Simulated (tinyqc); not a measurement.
Comparisons within one model: cylindrical quantum wire. A value that a table varies takes the place of the one given here.

A cylinder of radius R, isotropic masses, c = hbar^2/2m0, k = sqrt(mw E/c), kappa = sqrt(mb (V0 - E)/c). State (n, m) is J_m(k r) inside and K_m(kappa r) outside; psi and psi'/m are continuous: (k/mw) J_m'(kR)/J_m(kR) = (kappa/mb) K_m'(kappa R)/K_m(kappa R).

With hard walls E = c (x/R)^2/mw, x a zero of J_m: (1,0) 2.404826; (2,0) 5.520078; (1,1) 3.831706; (2,1) 7.015587; (1,2) 5.135622; (2,2) 8.417244; (1,3) 6.380162; (2,3) 9.761023.

Constants: hbar^2/2m0 = 3.80998211 eV angstrom^2.

Values chosen for the exercise (near those of an InGaAs wire in InAlAs; the results hold for these values, not for the real material):
- V0 = 0.521 eV (barrier height)
- mw = 0.0411 m0 (mass inside)
- mb = 0.0767 m0 (mass outside)
- Rs = (29, 42, 59, 84, 118, 168, 235) angstrom (radii)
- R = 84 angstrom (radius)

## Radius

The two lowest states against R; a dash marks an unbound state.

Levels (eV):
```
R (angstrom)   (1,0)   (1,1)  (1,0), hard walls  flat well of width 2R
29            0.2275       -             0.6375                 0.1041
42            0.1429  0.3613             0.3039                 0.0636
59            0.0880  0.2244             0.1540                 0.0385
84            0.0507  0.1290             0.0760                 0.0219
118           0.0287  0.0729             0.0385                 0.0123
168           0.0154  0.0391             0.0190                 0.0066
235           0.0083  0.0212             0.0097                 0.0036
```

What can be read from the table?

The lowest state is bound at every radius listed. (1,1) becomes bound between 29 and 42 angstrom. At the largest radius the level is 0.86 of the hard-wall value and 2.34 times that of the flat well (the hard-wall ratio is 2.34); the exponent d ln E/d ln R between the last two radii is -1.83.

## Shape and dimension

Lowest level with hard walls: film c (pi/2R)^2/mw, cylinder c (2.404826/R)^2/mw, sphere c (pi/R)^2/mw, square or cube of side a: 2 or 3 times c (pi/a)^2/mw; c = hbar^2/2m0. Finite barriers V0 with outer mass mb and psi, psi'/m continuous for film, cylinder and sphere (not separable for the square and the cube: dash).

Lowest level (eV):
```
shape                      hard walls  finite barrier
film, width 2R                 0.0324          0.0219
cylinder, radius R             0.0760          0.0507
square wire of equal area      0.0825               -
sphere, radius R               0.1297          0.0851
cube of equal volume           0.1497               -
```

How do the results move?

With hard walls the levels of film, cylinder and sphere stand as 1 : 2.34 : 4.00; with the finite barrier as 1 : 2.31 : 3.88. The square lies 8.6 % above the circle of equal area and the cube 15.5 % above the sphere of equal volume: round shapes give the lowest level for a given size.

## What each parameter does

The lowest level (1,0) and its distance to V0. Each row changes one parameter from the base and keeps the others.

Results:
```
case             E (eV)  V0 - E (eV)     k R
base             0.0507       0.4703  1.9636
R = 92 angstrom  0.0436       0.4774  1.9962
V0 = 0.443 eV    0.0491       0.3939  1.9329
mw = 0.0452 m0   0.0477       0.4733  1.9978
mb = 0.0614 m0   0.0527       0.4683  2.0037
```

How do the results move?

The largest shifts from the base row, up to three for each result and ties (the steps differ in size, so this ranks the rows, not the parameters). E (eV): R -0.0070, mw -0.0030, mb +0.0021. V0 - E (eV): V0 -0.0764, R +0.0070, mw +0.0030. k R: mb +0.0401, mw +0.0342, R +0.0326.

(tinyqc, `OMP_NUM_THREADS=1 python tinyqc.py 1282424 1282425 out.jsonl`, Intel(R) Xeon(R) Processor @ 2.30GHz, 1 thread, shared host, about 0.07 s.)
